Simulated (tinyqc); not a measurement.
Stepped quantum well by finite differences, step by step. Values are carried at full precision from step to step, so a last printed digit may differ when a step is redone from the rounded ones.

Finite differences on points z_i at the centres of cells of width h: H_ii = (c/h^2)(1/m_(i-1/2) + 1/m_(i+1/2)) + V_i, H_(i,i+1) = -(c/h^2)/m_(i+1/2), where m_(i+1/2) is the mean of the masses at the two points (the end values are repeated outwards), psi = 0 on the points beyond both ends, c = hbar^2/2m0. The field adds e F (z - z0) with z0 the middle of the structure; 1 kV/cm = 1e-5 eV/angstrom.

Constants: hbar^2/2m0 = 3.80998211 eV angstrom^2.

Inputs chosen for the exercise (near those of a non-polar GaN well in AlGaN; shifted at random, so the results belong to these values and not to a real crystal):
- layers = ((40, 0.27, 0.222), (20, 0, 0.2), (40, 0.081, 0.2066), (40, 0.27, 0.222)) (each layer: thickness in angstrom, band edge in eV, mass in m0)
- F = 50 kV/cm (field along z)
- h = 10 angstrom (cell width of the coarse grid)
- hf = 0.625 angstrom (cell width of the fine grid)

## The coarse grid

List the points, the potential with the field, and the masses.

Grid:
```
i   z (angstrom)   V (eV)  m (m0)
1            5.0   0.2375  0.2220
2           15.0   0.2425  0.2220
3           25.0   0.2475  0.2220
4           35.0   0.2525  0.2220
5           45.0  -0.0125  0.2000
6           55.0  -0.0075  0.2000
7           65.0   0.0785  0.2066
8           75.0   0.0835  0.2066
9           85.0   0.0885  0.2066
10          95.0   0.0935  0.2066
11         105.0   0.2875  0.2220
12         115.0   0.2925  0.2220
13         125.0   0.2975  0.2220
14         135.0   0.3025  0.2220
```

## The tridiagonal Hamiltonian

Form the diagonal and the neighbouring elements; V in the grid already includes the field.

diagonal H_ii (eV): [0.5807, 0.5857, 0.5907, 0.6047, 0.3586, 0.3704, 0.4503, 0.4523, 0.4573, 0.4557, 0.6369, 0.6357, 0.6407, 0.6457]

H_(i,i+1) (eV): [-0.1716, -0.1716, -0.1716, -0.1806, -0.1905, -0.1874, -0.1844, -0.1844, -0.1844, -0.1778, -0.1716, -0.1716, -0.1716]

## Lowest levels on the coarse grid

Diagonalise the symmetric tridiagonal matrix; give the three lowest levels and the weights u_i^2 (sum 1) of the two lowest.

levels (eV): [0.0681, 0.1584, 0.2672]

weights on the points, rows level 1, level 2:
```
[[0.000, 0.001, 0.005, 0.038, 0.262, 0.354, 0.193, 0.094, 0.039, 0.013, 0.002, 0.000, 0.000, 0.000],
 [0.000, 0.002, 0.008, 0.034, 0.137, 0.046, 0.018, 0.185, 0.304, 0.215, 0.041, 0.007, 0.001, 0.000]]
```

## Halving the cell width

The same with h, h/2, ..., h/32. The end points move with h, since psi vanishes half a cell beyond the structure. Richardson value (4 E(h/32) - E(h/16))/3.

Convergence:
```
cell (angstrom)  points  E1 (eV)  E2 (eV)  E1 - finest (meV)
10.0000              14  0.06812  0.15843             -5.619
5.0000               28  0.07230  0.16432             -1.437
2.5000               56  0.07338  0.16588             -0.359
1.2500              112  0.07365  0.16628             -0.086
0.6250              224  0.07372  0.16638             -0.017
0.3125              448  0.07374  0.16641              0.000
```

Richardson values of E1, E2 (eV): [0.07374, 0.16642]

The coarse grid is 5.6 meV too low in E1. The last differences between rows shrink by a factor 3.9 (4 for a pure h^2 error, 2 for one linear in h).

## Positions and dipoles on the fine grid

With h sum psi^2 = 1: <z - z0> of three levels, |z_12| and |z_13|, the mass m1 from 1/m1 = <1|1/m|1>, and f_1j = (m1/c)(E_j - E_1) z_1j^2.

levels (eV): [0.0737, 0.1664, 0.2814]

<z - z0> (angstrom): [-11.7, 5.9, -5.6]

|z_12|, |z_13| (angstrom): [12.62, 3.67]

m1 = 0.2038 m0

f_12, f_13: [0.789, 0.150]

Parity is broken, so the 1-3 transition is allowed, with 0.19 times the strength of 1-2. E2 - E1 = 92.7 meV, a wavelength of 13.4 micrometre (hc = 1239.841984 eV nm). Level 3 lies above the lowest point of the outer barriers, so it is a resonance or a state of the finite grid, and values that rest on it depend on the ends of the grid.

## Checks

- E1 at zero field on the grid h/32 against transfer matrices between the same hard ends, eV: both 0.0791.

Computed by tinyqc, a small Python program: `OMP_NUM_THREADS=1 python tinyqc.py 1281186 1281187 out.jsonl` (the numbers bound the seed that draws the inputs); one thread of a shared host (Intel(R) Xeon(R) Processor @ 2.30GHz), about 0.03 s for the whole set of steps.
